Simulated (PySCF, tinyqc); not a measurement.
Inside a calculation. Method: RHF in the sto-3g basis, for H6, spin multiplicity 1. The lowest restricted solution is unstable here: a spin-polarised one lies 0.1512 hartree lower (PySCF). One step of it, computed by the program tinyqc.

Task: Iteration 2: DIIS coefficients. Solve [B -1; -1 0][c; lambda] = [0; -1] for the coefficients, which sum to one.

B (overlaps of the stored error matrices):
```
[[9.3647520e-01, -4.0176847e-01],
 [-4.0176847e-01, 3.6246650e-01]]
```

Give: DIIS coefficients.

Result:

DIIS coefficients: [0.363, 0.637]
